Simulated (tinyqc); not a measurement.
Electron continuity equation in a given potential, Scharfetter-Gummel discretisation: current and errors against the applied potential.

Steady state in one dimension: J = q mu n E + q D dn/dx with E = -dpsi/dx and D = mu Vt, dJ/dx = q (n/tau - G), fixed densities nL and nR at the ends. The potential is given, psi = U x/L, and is not changed by the electrons.

10 equal intervals. Fluxes J_i = (q D/h)(n_(i+1) P_i - n_i Q_i), d_i = (psi_(i+1) - psi_i)/Vt: Scharfetter-Gummel P = B(d), Q = B(-d), B(d) = d/(exp(d) - 1); central P = 1 - d/2, Q = 1 + d/2; upwind P = 1 + max(-d, 0), Q = 1 + max(d, 0). Balance at each inner node: J_i - J_(i-1) = q h (n_i/tau - G). The reference is Scharfetter-Gummel on 4000 intervals or more. Errors are those of J on the first interval against the reference at its midpoint; errors under 1e-6 % are printed as 0.

Inputs (values chosen for the exercise); mobility close to that of cadmium telluride at room temperature:

| symbol | value | unit | meaning |
|---|---|---|---|
| T | 300 | K | temperature |
| mu | 994 | cm^2/(V s) | electron mobility |
| L | 2.7 | um | length of the region |
| nL | 5.8e12 | cm^-3 | density at x = 0 |
| nR | 1.7e13 | cm^-3 | density at x = L |
| tau | 4.5e-10 | s | lifetime |
| G | 1.7e21 | cm^-3 s^-1 | uniform generation rate |

Constants: q = 1.602176634e-19 C, kB = 1.380649e-23 J/K, Vt = kB T/q. Results are converted to the units shown.

Current and errors against the applied potential:

| U (V) | largest \|d\| | reference J (A/cm^2) | SG error (%) | central error (%) | upwind error (%) | most negative central n (cm^-3), 0 if none |
|---|---|---|---|---|---|---|
| 0.013 | 0.05029 | -0.1195 | -0.236 | -0.226 | -1.48 | 0 |
| 0.052 | 0.2011 | -0.2538 | 0.206 | 0.211 | -0.233 | 0 |
| 0.13 | 0.5029 | -0.4973 | 0.373 | 0.170 | 2.07 | 0 |
| 0.26 | 1.006 | -0.9110 | 0.425 | 0.0394 | 2.22 | 0 |
| 0.39 | 1.509 | -1.341 | 0.430 | 0.0176 | 1.68 | 0 |
| 0.57 | 2.205 | -1.948 | 0.419 | 8.59e-3 | 1.20 | 0 |
| 0.78 | 3.017 | -2.660 | 0.398 | 4.65e-3 | 0.893 | 0 |
| 1.2 | 4.642 | -4.092 | 0.347 | -0.0158 | 0.586 | 0 |

The reference current falls from -0.120 to -4.09 A/cm^2. The largest errors in size are 0.43 % (Scharfetter-Gummel), 0.23 % (central) and 2.2 % (upwind). With sources Scharfetter-Gummel is no longer exact, since it takes J constant over each interval, and it is not always the most accurate for J.

Numbers from tinyqc (`OMP_NUM_THREADS=1 python tinyqc.py 2220008 2220009 out.jsonl`; about 0.01 s on one thread of a shared Intel Xeon 2.30GHz).
